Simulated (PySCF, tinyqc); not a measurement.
Worked calculation: RHF in the 3-21g basis, for H3+, spin multiplicity 1. The lowest restricted solution is unstable here: a spin-polarised one lies 0.0209 hartree lower (PySCF). One step of it, computed by the program tinyqc.

Problem. Iteration 3: building the Fock matrix. J_ij = sum D_kl (ij|kl), K_ij = sum D_kl (ik|jl); F = H + J - 0.5 K; E = tr D H + tr D J / 2 - 0.25 tr D K + E_nn.

D after iteration 2:
```
          1H 1s     1H 2s     2H 1s     2H 2s     3H 1s     3H 2s
1H 1s  0.118193  0.235733  0.077146  0.097970  0.077146  0.097970
1H 2s  0.235733  0.475518  0.157066  0.201987  0.157066  0.201987
2H 1s  0.077146  0.157066  0.052276  0.067914  0.052276  0.067914
2H 2s  0.097970  0.201987  0.067914  0.089408  0.067914  0.089408
3H 1s  0.077146  0.157066  0.052276  0.067914  0.052276  0.067914
3H 2s  0.097970  0.201987  0.067914  0.089408  0.067914  0.089408
```

core Hamiltonian H = T + V (hartree):
```
           1H 1s      1H 2s      2H 1s      2H 2s      3H 1s      3H 2s
1H 1s  -0.901412  -0.960907  -0.117250  -0.364393  -0.117250  -0.364393
1H 2s  -0.960907  -1.124249  -0.341428  -0.604550  -0.341428  -0.604550
2H 1s  -0.117250  -0.341428  -0.718938  -0.843069  -0.000038  -0.017947
2H 2s  -0.364393  -0.604550  -0.843069  -0.948707  -0.017947  -0.103996
3H 1s  -0.117250  -0.341428  -0.000038  -0.017947  -0.718938  -0.843069
3H 2s  -0.364393  -0.604550  -0.017947  -0.103996  -0.843069  -0.948707
```

Two-electron integrals (ij|kl) in chemists' order, unique and non-zero (hartree):
```
(11|11) 1.140145   (21|11) 0.611403   (21|21) 0.345152   (22|11) 0.626370
(22|21) 0.380329   (22|22) 0.482957   (31|11) 0.025804   (31|21) 0.015703
(31|22) 0.019612   (31|31) 0.001454   (32|11) 0.091073   (32|21) 0.058087
(32|22) 0.083017   (32|31) 0.006028   (32|32) 0.035285   (33|11) 0.364843
(33|21) 0.235310   (33|22) 0.353351   (33|31) 0.025804   (33|32) 0.185802
(33|33) 1.140145   (41|11) 0.185802   (41|21) 0.106221   (41|22) 0.119569
(41|31) 0.006028   (41|32) 0.022503   (41|33) 0.091073   (41|41) 0.035285
(42|11) 0.263326   (42|21) 0.163017   (42|22) 0.217615   (42|31) 0.011721
(42|32) 0.057172   (42|33) 0.263326   (42|41) 0.057172   (42|42) 0.122057
(43|11) 0.235310   (43|21) 0.151432   (43|22) 0.225474   (43|31) 0.015703
(43|32) 0.106221   (43|33) 0.611403   (43|41) 0.058087   (43|42) 0.163017
(43|43) 0.345152   (44|11) 0.353351   (44|21) 0.225474   (44|22) 0.329476
(44|31) 0.019612   (44|32) 0.119569   (44|33) 0.626370   (44|41) 0.083017
(44|42) 0.217615   (44|43) 0.380329   (44|44) 0.482957   (51|11) 0.025804
(51|21) 0.015703   (51|22) 0.019612   (51|31) 0.000523   (51|32) 0.002165
(51|33) 0.009200   (51|41) 0.004110   (51|42) 0.006704   (51|43) 0.005942
(51|44) 0.009186   (51|51) 0.001454   (52|11) 0.091073   (52|21) 0.058087
(52|22) 0.083017   (52|31) 0.002165   (52|32) 0.009546   (52|33) 0.041540
(52|41) 0.015673   (52|42) 0.028548   (52|43) 0.026831   (52|44) 0.041530
(52|51) 0.006028   (52|52) 0.035285   (53|11) 3.69e-06   (53|21) 2.02e-06
(53|22) 2.12e-06   (53|31) 8.76e-08   (53|32) 3.12e-07   (53|33) 1.25e-06
(53|41) 6.17e-07   (53|42) 8.96e-07   (53|43) 8.08e-07   (53|44) 1.21e-06
(53|51) 8.76e-08   (53|52) 3.12e-07   (54|11) 0.003783   (54|21) 0.002364
(54|22) 0.003175   (54|31) 0.000084   (54|32) 0.000360   (54|33) 0.001546
(54|41) 0.000631   (54|42) 0.001093   (54|43) 0.000999   (54|44) 0.001545
(54|51) 0.000227   (54|52) 0.001125   (54|53) 1.29e-08   (54|54) 0.000039
(55|11) 0.364843   (55|21) 0.235310   (55|22) 0.353351   (55|31) 0.009200
(55|32) 0.041540   (55|33) 0.182475   (55|41) 0.064490   (55|42) 0.122152
(55|43) 0.117860   (55|44) 0.182471   (55|51) 0.025804   (55|52) 0.185802
(55|53) 1.25e-06   (55|54) 0.005332   (55|55) 1.140145   (61|11) 0.185802
(61|21) 0.106221   (61|22) 0.119569   (61|31) 0.004110   (61|32) 0.015673
(61|33) 0.064490   (61|41) 0.030545   (61|42) 0.046705   (61|43) 0.041620
(61|44) 0.063365   (61|51) 0.006028   (61|52) 0.022503   (61|53) 6.17e-07
(61|54) 0.000907   (61|55) 0.091073   (61|61) 0.035285   (62|11) 0.263326
(62|21) 0.163017   (62|22) 0.217615   (62|31) 0.006704   (62|32) 0.028548
(62|33) 0.122152   (62|41) 0.046705   (62|42) 0.083268   (62|43) 0.078805
(62|44) 0.120740   (62|51) 0.011721   (62|52) 0.057172   (62|53) 8.96e-07
(62|54) 0.002020   (62|55) 0.263326   (62|61) 0.057172   (62|62) 0.122057
(63|11) 0.003783   (63|21) 0.002364   (63|22) 0.003175   (63|31) 0.000227
(63|32) 0.001125   (63|33) 0.005332   (63|41) 0.000907   (63|42) 0.002020
(63|43) 0.003149   (63|44) 0.003755   (63|51) 0.000084   (63|52) 0.000360
(63|53) 1.29e-08   (63|54) 0.000014   (63|55) 0.001546   (63|61) 0.000631
(63|62) 0.001093   (63|63) 0.000039   (64|11) 0.040008   (64|21) 0.024292
(64|22) 0.030848   (64|31) 0.001253   (64|32) 0.005302   (64|33) 0.022569
(64|41) 0.007637   (64|42) 0.013900   (64|43) 0.014402   (64|44) 0.021044
(64|51) 0.001253   (64|52) 0.005302   (64|53) 1.35e-07   (64|54) 0.000203
(64|55) 0.022569   (64|61) 0.007637   (64|62) 0.013900   (64|63) 0.000203
(64|64) 0.001970   (65|11) 0.235310   (65|21) 0.151432   (65|22) 0.225474
(65|31) 0.005942   (65|32) 0.026831   (65|33) 0.117860   (65|41) 0.041620
(65|42) 0.078805   (65|43) 0.076126   (65|44) 0.117854   (65|51) 0.015703
(65|52) 0.106221   (65|53) 8.08e-07   (65|54) 0.003149   (65|55) 0.611403
(65|61) 0.058087   (65|62) 0.163017   (65|63) 0.000999   (65|64) 0.014402
(65|65) 0.345152   (66|11) 0.353351   (66|21) 0.225474   (66|22) 0.329476
(66|31) 0.009186   (66|32) 0.041530   (66|33) 0.182471   (66|41) 0.063365
(66|42) 0.120740   (66|43) 0.117854   (66|44) 0.182309   (66|51) 0.019612
(66|52) 0.119569   (66|53) 1.21e-06   (66|54) 0.003755   (66|55) 0.626370
(66|61) 0.083017   (66|62) 0.217615   (66|63) 0.001545   (66|64) 0.021044
(66|65) 0.380329   (66|66) 0.482957
```

nuclear repulsion = 0.91237450 hartree

Give: Coulomb J; exchange K; Fock matrix F; total energy of this density.

Solution.

Coulomb J (hartree):
```
        1H 1s   1H 2s   2H 1s   2H 2s   3H 1s   3H 2s
1H 1s  1.2450  0.7416  0.0397  0.2337  0.0397  0.2337
1H 2s  0.7416  0.9274  0.1806  0.4307  0.1806  0.4307
2H 1s  0.0397  0.1806  0.8306  0.5118  0.0000  0.0066
2H 2s  0.2337  0.4307  0.5118  0.6991  0.0066  0.0592
3H 1s  0.0397  0.1806  0.0000  0.0066  0.8306  0.5118
3H 2s  0.2337  0.4307  0.0066  0.0592  0.5118  0.6991
```

exchange K (hartree):
```
        1H 1s   1H 2s   2H 1s   2H 2s   3H 1s   3H 2s
1H 1s  0.7783  0.7367  0.2085  0.3739  0.2085  0.3739
1H 2s  0.7367  0.8242  0.2904  0.4638  0.2904  0.4638
2H 1s  0.2085  0.2904  0.3034  0.3042  0.0650  0.1169
2H 2s  0.3739  0.4638  0.3042  0.3802  0.1169  0.2085
3H 1s  0.2085  0.2904  0.0650  0.1169  0.3034  0.3042
3H 2s  0.3739  0.4638  0.1169  0.2085  0.3042  0.3802
```

Fock matrix F (hartree):
```
         1H 1s    1H 2s    2H 1s    2H 2s    3H 1s    3H 2s
1H 1s  -0.0455  -0.5877  -0.1818  -0.3177  -0.1818  -0.3177
1H 2s  -0.5877  -0.6090  -0.3061  -0.4058  -0.3061  -0.4058
2H 1s  -0.1818  -0.3061  -0.0401  -0.4833  -0.0325  -0.0698
2H 2s  -0.3177  -0.4058  -0.4833  -0.4397  -0.0698  -0.1490
3H 1s  -0.1818  -0.3061  -0.0325  -0.0698  -0.0401  -0.4833
3H 2s  -0.3177  -0.4058  -0.0698  -0.1490  -0.4833  -0.4397
```

total energy of this density = -1.092288 hartree

This density is a damped mixture and is not idempotent.
